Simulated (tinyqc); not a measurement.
Inside a calculation. Model: surface photovoltage measurement of the minority-carrier diffusion length in a wafer. Computed by tinyqc, a small Python program that keeps every step. Command: `OMP_NUM_THREADS=1 python tinyqc.py 3130285 3130286 out.jsonl spv walk`. One thread of a shared host (Intel(R) Xeon(R) Processor @ 2.30GHz), about 0.01 s of CPU time with the checks. Intermediate numbers are printed to about 7 digits and carried at full precision; extremes and crossings named in words are read from the listed rows.

Low injection, steady light, a depletion layer much thinner than 1/alpha and L. The excess density dn is taken at the front edge of the neutral region; light that reaches the back is lost.

Inputs (values chosen for the exercise, modelled on p-type silicon at room temperature): diffusion length L = 570 micrometre; wafer thickness W = 525 micrometre; diffusivity D = 25.4 cm^2/s; front recombination velocity S_f = 39000 cm/s; back recombination velocity S_b = 280 cm/s; photon flux entering = 8.5e+11 1/(cm^2 s); minority density at the surface barrier scale n_0 = 7.9e+08 1/cm^3; temperature T = 298 K; wavelength = 865 nm; relative noise of each reading = 0 %; diffusion length after pair splitting over L = 0.48; iron factor C = 1.04e+16 micrometre^2/cm^3.

Constants: k_B = 8.617333262e-05 eV/K.

## One wavelength

alpha = (84.732/lambda - 76.417)^2 per cm with lambda in micrometre (an empirical fit for silicon between 0.7 and 1.05 micrometre). Thick wafer: dn = Phi L/((S_f + D/L)(L + 1/alpha)). Finite wafer, with s = S_b L/D, w = W/L, a = alpha L: dn = [Phi a/(a^2 - 1)] [a - B - exp(-alpha W)(a - s)/(cosh w + s sinh w)]/(S_f + B D/L), B = (sinh w + s cosh w)/(cosh w + s sinh w). Photovoltage V = (k_B T/e) ln(1 + dn/n_0). Lifetime = L^2/D.

alpha = 463.9315 1/cm

penetration depth 1/alpha = 21.55491 micrometre

dn, thick wafer = 2.076347e+07 1/cm^3

B = 0.9301810

dn, finite wafer = 2.083688e+07 1/cm^3

photovoltage V = 0.6685430 mV

lifetime = 127.9134 microsecond

## The linear plot

normal deviates g for the noise: [0.45, -2.39, 0.98, 0.57, -0.88, 0.80, 0.36]

Readings y = (Phi/dn) (1 + noise x g) at 780, 830, 880, 920, 950, 975 and 995 nm; a least-squares line y = c (1/alpha + L_app) gives L_app = intercept/slope.

Readings:
```
lambda (nm)  1/alpha (micrometre)  y (cm/s)  line (cm/s)
780                        9.6364  40032.78     40003.98
830                       15.1760  40386.77     40362.16
880                       25.3298  41032.78     41018.70
920                       40.6576  42000.72     42009.78
950                       61.2783  43291.76     43343.10
975                       90.9173  45173.61     45259.54
995                      130.8877  47922.84     47844.00
```

slope = 64.65931 cm/(s micrometre)

apparent length L_app = 609.0521 micrometre

error of L_app (rounded to 0.001) = 6.851 %

Without noise the error would be +6.9 %, from the finite thickness at W/L = 0.9. S_f scales all readings alike and leaves L_app unchanged.

## Where the wafer is too thin

No noise; L is varied at fixed W, and the last two columns set S_b to 0 and to 1e7 cm/s.

Apparent length (micrometre):
```
L            W/L  given S_b   S_b = 0  S_b = 1e7
26.2    20.03817     26.200    26.200    26.2000
52.5    10.00000     52.500    52.500    52.4997
105.0    5.00000    105.093   105.124   104.8211
158.0    3.32278    159.322   159.989   155.5383
262.0    2.00382    273.810   285.488   236.6097
420.0    1.25000    455.819   544.355   307.8747
682.0    0.76979    702.800  1138.198   355.2902
1100.0   0.47727    920.277  2285.073   378.3230
2100.0   0.25000   1082.522  4581.973   390.0198
```

With a fast back surface L_app levels off, at 390 micrometre in the last row; with a passive one it reaches up to 2.18 times L among these rows and is 4580 in the last. All three columns are within 5 % of L down to W/L = 3.3.

## Iron from two lengths

Splitting iron-boron pairs in boron-doped silicon shortens L; with nothing else changing, [Fe] = C (1/L_after^2 - 1/L^2). It is evaluated with the true lengths and with the apparent ones (without noise), which differ when the wafer is not thick against L.

L_after = 273.6 micrometre

[Fe] from the true lengths = 1.069218e+11 1/cm^3

[Fe] from the apparent lengths = 9.807272e+10 1/cm^3

bias, apparent over true less 1 (rounded to 0.001) = -8.276 %

Checks made by the program: dn against a finite-difference solution (relative difference 3e-06).
